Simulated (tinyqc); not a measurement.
Single-junction solar cell, detailed-balance limit: effect of the cell temperature.

Every photon above the gap Eg makes one pair and none below is absorbed; carriers thermalise at T and move without loss. Jsc = q fs X Phi(Eg, Ts); the dark current is J0 = q ge Phi(Eg, T)/ERE with the Boltzmann factor exp(V/Vt). The efficiency is the electrical power over fs X sigma Ts^4.

Photon flux above E from a black body at temperature T into a hemisphere: Phi(E, T) = A sum_k exp(-k E/th)[E^2 th/k + 2 E th^2/k^2 + 2 th^3/k^3], k = 1, 2, ..., with th = kB T/q in eV and A = 2 pi q^3/(h^3 c^2). J(V) = Jsc - J0 (exp(V/Vt) - 1); Voc = Vt ln(1 + Jsc/J0); at maximum power v = Vmp/Vt solves (1 + v) exp(v) = 1 + Jsc/J0. Pin = fs X sigma Ts^4, sigma = 2 pi^5 kB^4/(15 h^3 c^2). FF = Vmp Jmp/(Voc Jsc).

Parameters, values chosen for the exercise:
- Ts = 5778 K (temperature of the black-body sun)
- fs = 2.16e-5 (share of the hemisphere filled by the sun)
- X = 500 (concentration)
- ERE = 0.01 (external radiative efficiency)
- ge = 2 (number of faces that emit)
- Eg = 1.27 eV (band gap)

Constants: q = 1.602176634e-19 C, kB = 1.380649e-23 J/K, h = 6.62607015e-34 J s, c = 299792458 m/s, Vt = kB T/q. Results are converted to the units shown.

The same in every row: Jsc (mA/cm^2) = 2.306e4.

Result of one run:
```
Voc (V)  Eg/q - Voc (V)      FF  efficiency (%)
1.127            0.1426  0.9218           35.11
```

Which cell temperature T gave this result: 200, 280, 320 or 480 K?

T = 200 K.

The whole series:
```
T (K)  Voc (V)  Eg/q - Voc (V)      FF  efficiency (%)
200      1.127          0.1426  0.9218           35.11
240      1.095          0.1750  0.9076           33.57
280      1.062          0.2080  0.8933           32.05
320      1.028          0.2416  0.8788           30.53
360     0.9944          0.2756  0.8641           29.03
400     0.9600          0.3100  0.8491           27.53
440     0.9251          0.3449  0.8336           26.05
480     0.8900          0.3800  0.8177           24.58
```

As T goes from 200 to 480 K, Jsc stays at 23100 mA/cm^2, Voc falls from 1.13 to 0.890 V and the efficiency falls from 35.1 to 24.6 %. Voc changes by -0.848 mV/K on average with Eg fixed, and the efficiency by -0.13 % of itself per kelvin. In every row the current passes 20 A/cm^2, where series resistance and heating, left out here, would dominate.

Numbers from tinyqc (`OMP_NUM_THREADS=1 python tinyqc.py 2820023 2820024 out.jsonl`; about 0.01 s on one thread of a shared Intel Xeon 2.30GHz).
